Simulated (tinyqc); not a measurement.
Pariser-Parr-Pople SCF with singles CI, for the molecule C=CC1=CC(O)=C1 (SMILES; centres numbered as the heavy atoms are written), step by step. One step of it, computed by the program tinyqc.

Problem. Iteration 1: orbitals and new P. Diagonalise F (the basis is taken as orthonormal) and form P = 2 sum c c over the lowest orbitals; 0.3 of the old P is kept.

F (eV), lower triangle:
```
           1C         2C         3C         4C         5C          6O         7C
1C  -2.342158
2C  -5.807210  -1.710991
3C   0.000000  -4.104643  -0.187517
4C   0.398727   0.000000  -4.492934  -3.044135
5C   0.000000   0.240318   0.000000  -3.895680  -4.739950
6O  -0.429503   0.000000   0.933165   0.000000  -5.844728  -14.358349
7C   0.477087   0.000000  -4.492934   1.541160  -3.895680    0.000000  -3.044528
```

pi electrons, sum of z_r less the charge = 8

P at the start, lower triangle:
```
           1C         2C         3C         4C        5C        6O        7C
1C   1.000000
2C   0.887329   1.000000
3C   0.000000   0.445208   1.000000
4C  -0.221060   0.000000   0.546115   1.500000
5C   0.000000  -0.120154   0.000000   0.391013  1.000000
6O   0.338987   0.000000  -0.453108   0.000000  0.824488  1.000000
7C  -0.221060   0.000000   0.546115  -0.500000  0.391013  0.000000  1.500000
```

Give: orbital energies; P after iteration 1.

Solution.

orbital energies (eV): -17.5105  -10.2004  -7.9428  -4.5854  -1.0881  4.0109  7.8886

P after iteration 1, lower triangle:
```
         1C       2C       3C       4C      5C       6O      7C
1C   0.9405
2C   0.9002   0.9796
3C   0.1404   0.4166   0.7343
4C  -0.1632   0.0194   0.4920   1.4938
5C  -0.1657  -0.1140   0.2398   0.4613  0.8364
6O   0.2304   0.0202  -0.3428  -0.0928  0.6213   1.5233
7C  -0.1730   0.0254   0.4978  -0.5069  0.4550  -0.0890  1.4922
```
